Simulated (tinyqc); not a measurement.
Warping of the constant-energy contours: six-band Luttinger-Kohn model.

Six-band Luttinger-Kohn model in the basis |3/2,3/2>, |3/2,1/2>, |3/2,-1/2>, |3/2,-3/2>, |1/2,1/2>, |1/2,-1/2>, electron energies, zero at the top of the unstrained valence band. H = -[rows: (P+Q, -S, R, 0, -S/r2, r2 R); (-S*, P-Q, 0, R, -r2 Q, r32 S); (R*, 0, P-Q, S, r32 S*, r2 Q); (0, R*, S*, P+Q, -r2 R*, -S*/r2); (-S*/r2, -r2 Q, r32 S, -r2 R, P+Dso, 0); (r2 R*, r32 S*, r2 Q, -S/r2, 0, P+Dso)], r2 = sqrt(2), r32 = sqrt(3/2). Levels are twofold.

P = c g1 k^2 - av tr(e); Q = c g2 (kx^2 + ky^2 - 2 kz^2) - (b/2)(exx + eyy - 2 ezz); R = c sqrt3 [-g2 (kx^2 - ky^2) + 2i g3 kx ky] + (sqrt3/2) b (exx - eyy) - i d exy; S = 2 c sqrt3 g3 (kx - i ky) kz - d (exz - i eyz); c = hbar^2/2m0, e the strain tensor (not engineering shear).

Constants: hbar^2/2m0 = 3.80998211 eV angstrom^2.

Parameters, chosen for this exercise (near those of Ge; not measured data):
- Dso = 0.289 eV (spin-orbit splitting)
- g1 = 13.48 (Luttinger gamma1)
- g2 = 4.2 (gamma2)
- g3 = 5.63 (gamma3)
- E_h = 10 meV (hole energy below the top)

No strain (e = 0). In the plane kz = 0, |k| where the top and second pairs lie E_h below the top, against the angle from [100]; m = c k^2/E_h.

Contours:
```
angle (degrees)  k top (1/angstrom)  k second (1/angstrom)  m top (m0)  m second (m0)
0                            0.0227                 0.0110       0.197          0.046
9                            0.0233                 0.0110       0.206          0.046
18                           0.0249                 0.0108       0.236          0.045
36                           0.0296                 0.0105       0.335          0.042
45                           0.0307                 0.0105       0.360          0.042
```

Give the missing row, angle (degrees) = 27.

Computed row:
```
angle (degrees)  k top (1/angstrom)  k second (1/angstrom)  m top (m0)  m second (m0)
27                           0.0272                 0.0107       0.282          0.043
```

The heavy contour reaches 1.352 times as far along [110] as along [100], the light one 0.954 times. The warping follows g3 - g2 = 1.43 and would vanish for g2 = g3. Along [100] the heavy mass is 1/(g1 - 2 g2) = 0.197 at any energy, while the light one is 0.0462, against 1/(g1 + 2 g2) = 0.0457 at the edge, for E_h/Dso = 0.03.

(tinyqc, `OMP_NUM_THREADS=1 python tinyqc.py 1051383 1051384 out.jsonl`, Intel(R) Xeon(R) Processor @ 2.30GHz, 1 thread, shared host, about 0.05 s.)
